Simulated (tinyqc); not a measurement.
Silicon n-p-n transistor, Gummel numbers and transit times: one step of the calculation.

One-dimensional n-p-n transistor in the forward active mode at low injection. In the base p(x) = NB exp(-eta x/wb) and ni(x)^2 = ni^2 exp((g0 + g1 x/wb)/Vt); electrons leave the base at vsat; band spikes at the emitter junction and recombination inside the emitter are ignored.

Task. Base Gummel number and transit time. f(x) = p(x) ni^2/ni(x)^2; I(x) = integral from x to wb of f/Dn, plus f(wb)/vsat; base Gummel number GB = I(0); electron density per unit flux n/(J/q) = I/f; base transit time tauB = integral of I/f over the base. Trapezoid rule on 10 equal steps.

Inputs (values chosen for the exercise); band and dielectric values close to those of silicon: temperature T = 300 K; saturation velocity vsat = 9.82e6 cm/s; neutral base width wb = 440 nm; base doping at the emitter edge NB = 1.7e18 cm^-3; doping falls as exp(-eta x/wb) eta = 0; gap reduction at the emitter edge of the base g0 = 0 eV; further gap reduction across the base (linear) g1 = 0 eV; electron diffusion coefficient in the base Dn = 10 cm^2/s.

Constants: q = 1.602176634e-19 C, kB = 1.380649e-23 J/K, Vt = kB T/q. Results are converted to the units shown.

Find: x; f; I; I/f; GB; tauB.

Result.

```
point  x (nm)  f (cm^-3)  I (s/cm^4)  I/f (s/cm)
0        0.00  1.7000e18   7.6531e12   4.5018e-6
1       44.00  1.7000e18   6.9051e12   4.0618e-6
2       88.00  1.7000e18   6.1571e12   3.6218e-6
3      132.00  1.7000e18   5.4091e12   3.1818e-6
4      176.00  1.7000e18   4.6611e12   2.7418e-6
5      220.00  1.7000e18   3.9131e12   2.3018e-6
6      264.00  1.7000e18   3.1651e12   1.8618e-6
7      308.00  1.7000e18   2.4171e12   1.4218e-6
8      352.00  1.7000e18   1.6691e12   9.8183e-7
9      396.00  1.7000e18   9.2112e11   5.4183e-7
10     440.00  1.7000e18   1.7312e11   1.0183e-7
```

GB = 7.6531e12 s/cm^4
tauB = 101.28 ps

Range of the model: Heavy doping makes emitter or base degenerate; gE and g0 are to be read as apparent gap changes that include this.

Program tinyqc, `OMP_NUM_THREADS=1 python tinyqc.py 2320079 2320080 out.jsonl`; Intel Xeon 2.30GHz, shared host, one thread, about 0.01 s.
